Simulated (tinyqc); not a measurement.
Raising the sheet density: Gamma, L and X subbands of a thin body with non-parabolic valleys.

Hard walls, flat band, c = hbar^2/2m0, energies from the bulk Gamma edge. For a valley at angle theta to the normal 1/m_z = cos^2/ml + sin^2/mt and m_d = sqrt(ml mt^2/m_z). Subband n starts at E_v + e with e (1 + a e) = c (n pi/t)^2/m_z, and its density-of-states mass is taken as m_d (1 + 2 a e), without further growth at higher in-plane energy. Groups are named by valley and degeneracy.

n_i = g m/(2 pi c) kB T ln(1 + exp((EF - E_i)/kB T)), sum n_i = Ns (1e12/cm^2 = 1e-4/angstrom^2), c = hbar^2/2m0. Quantum capacitance Cq = 1602.176634 sum g m/(2 pi c) f_i in microfarad/cm^2 with f_i = 1/(1 + exp((E_i - EF)/kB T)); Cox = 34.5313/eot (one gate); C/Cox = Cq/(Cq + Cox), the centroid term left out.

Constants: hbar^2/2m0 = 3.80998211 eV angstrom^2; kB = 8.617333262e-05 eV/K.

Values chosen for the exercise (near those of a thin Ge channel; shifted at random, so the results belong to these values and not to a real crystal): face = 100 (surface); mG = 0.0386 m0 (Gamma mass); aG = 1.02 1/eV (Gamma non-parabolicity); EL = -0.16 eV (L edge above Gamma); mL = (1.591, 0.082) m0 (L valleys (four, along <111>): ml, mt); EX = 0.021 eV (X edge above Gamma); mX = (0.931, 0.195) m0 (Delta valleys (six, along <100>): ml, mt); aS = 0.5 1/eV (non-parabolicity of L and X); t = 80 angstrom (body thickness); T = 300 K (temperature); eot = 10 angstrom (equivalent oxide thickness); Nl = (0.5, 1, 2, 4, 7, 11, 16) x 1e12/cm^2 (sheet densities).

Fixed thickness, n = 1 to 8 of all groups; the gate overdrive above the lowest edge is (EF - E_lowest)/e + 0.1602177 Ns/Cox in volts.

Results:
```
Ns (1e12/cm^2)  EF - lowest (eV)  Gamma share (%)     Cq  C/Cox  overdrive (V)
0.5                       -0.085              0.0   3.04  0.468         -0.062
1.0                       -0.067              0.0   5.98  0.634         -0.020
2.0                       -0.048              0.0  11.54  0.770          0.045
4.0                       -0.028              0.0  21.55  0.862          0.158
7.0                       -0.011              0.0  34.13  0.908          0.314
11.0                       0.005              0.0  47.32  0.932          0.516
16.0                       0.020              0.0  59.62  0.945          0.763
```

The lowest subband is L4 n=1; the light Gamma level lies 246 meV above it, above that valley in the bulk already and lifted further by confinement. At the highest density band filling takes 0.020 V of the 0.763 V overdrive. Cq grows from 3.0 to 59.6 microfarad/cm^2 while EF moves from -0.085 to +0.020 eV against the lowest edge; the Gamma share stays near 0 %.

tinyqc: `OMP_NUM_THREADS=1 python tinyqc.py 1252642 1252643 out.jsonl`; about 0.03 s, one thread, shared Intel(R) Xeon(R) Processor @ 2.30GHz.
